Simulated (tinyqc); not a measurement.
Inside a calculation. Method: tight binding, dimerised chain. Computed by tinyqc, a small Python program that keeps every step. Settings: t1 = 1.91, t2 = 1.93, delta = 0, points = 12, cells = 5. Command: `OMP_NUM_THREADS=1 python tinyqc.py 20537 20538 out.jsonl` (the two numbers bound the seeds that draw the settings). One thread of a shared host (Intel(R) Xeon(R) Processor @ 2.60GHz), about 0.01 s of CPU time with the checks.

## Bloch Hamiltonian at k

Parameters chosen for this model:
```
parameter     value                      unit
t1         1.910000       eV, inside the cell
t2         1.930000         eV, between cells
delta             0  eV, +/- on the two sites
```

k point k (2 pi / a): [0.4600]

H_AA = +delta, H_BB = -delta, H_AB = -t1 - t2 exp(-i k a).

H(k) at k (eV), order A, B:
```
[[0.0000, -0.0406+0.4800i],
 [-0.0406-0.4800i, 0.0000]]
```

## Levels at k

Diagonalise the Hermitian matrix.

eigenvalues (eV): [-0.4817, 0.4817]

weights |c|^2 of the basis functions, order A, B:
```
[[0.5000, 0.5000],
 [0.5000, 0.5000]]
```

## Bloch Hamiltonian at X

k point X (2 pi / a): [0.5000]

As before.

H(k) at X (eV), order A, B:
```
[[0.0000, 0.0200],
 [0.0200, 0.0000]]
```

## Levels at X

As before.

eigenvalues (eV): [-0.0200, 0.0200]

weights |c|^2 of the basis functions, order A, B:
```
[[0.5000, 0.5000],
 [0.5000, 0.5000]]
```

## Bands along a path

The same steps at evenly spaced points between the labelled ones.

Bands along the path (eV):
```
k          band 1  band 2
G         -3.8400  3.8400
G-X 0.33  -3.3256  3.3256
G-X 0.67  -1.9201  1.9201
X         -0.0200  0.0200
```

With 1 band(s) filled, the highest filled level on these points lies at X and the lowest empty one at X: a gap of 0.0400 eV, direct.

## Berry (Zak) phase of the lower band

On 12 points k_j = j/N: phase = -Im ln of the product of <u_j|u_(j+1)>, closed with u_N = u_0 (the cell-periodic part is taken without the site positions). Single arguments depend on the phases chosen for the u_j; only their sum modulo 2 pi does not.

Overlaps:
```
j   |<u_j|u_j+1>|  argument (rad)
0          0.9914         -0.1316
1          0.9913         -0.1317
2          0.9913         -0.1320
3          0.9912         -0.1328
4          0.9908          1.1923
5          0.6164          0.9066
6          0.6164          0.9066
7          0.9908          1.1923
8          0.9912         -0.1328
9          0.9913         -0.1320
10         0.9913         -0.1317
11         0.9914         -0.1316
```

phase / pi, folded into (-1, 1] = 1.0000

## Open chain of 5 cells

H of the open chain (eV):
```
[[0.0000, -1.9100, 0.0000, 0.0000, 0.0000, 0.0000, 0.0000, 0.0000, 0.0000, 0.0000],
 [-1.9100, 0.0000, -1.9300, 0.0000, 0.0000, 0.0000, 0.0000, 0.0000, 0.0000, 0.0000],
 [0.0000, -1.9300, 0.0000, -1.9100, 0.0000, 0.0000, 0.0000, 0.0000, 0.0000, 0.0000],
 [0.0000, 0.0000, -1.9100, 0.0000, -1.9300, 0.0000, 0.0000, 0.0000, 0.0000, 0.0000],
 [0.0000, 0.0000, 0.0000, -1.9300, 0.0000, -1.9100, 0.0000, 0.0000, 0.0000, 0.0000],
 [0.0000, 0.0000, 0.0000, 0.0000, -1.9100, 0.0000, -1.9300, 0.0000, 0.0000, 0.0000],
 [0.0000, 0.0000, 0.0000, 0.0000, 0.0000, -1.9300, 0.0000, -1.9100, 0.0000, 0.0000],
 [0.0000, 0.0000, 0.0000, 0.0000, 0.0000, 0.0000, -1.9100, 0.0000, -1.9300, 0.0000],
 [0.0000, 0.0000, 0.0000, 0.0000, 0.0000, 0.0000, 0.0000, -1.9300, 0.0000, -1.9100],
 [0.0000, 0.0000, 0.0000, 0.0000, 0.0000, 0.0000, 0.0000, 0.0000, -1.9100, 0.0000]]
```

The same hoppings without the wrap-around bond.

levels (eV): [-3.6843, -3.2298, -2.5131, -1.5917, -0.5340, 0.5340, 1.5917, 2.5131, 3.2298, 3.6843]

weights of the highest filled level on the sites: [0.1806, 0.0141, 0.1503, 0.0522, 0.1027, 0.1027, 0.0522, 0.1503, 0.0141, 0.1806]

The bulk gap runs from -0.0200 to 0.0200 eV; no level of this chain lies inside it.
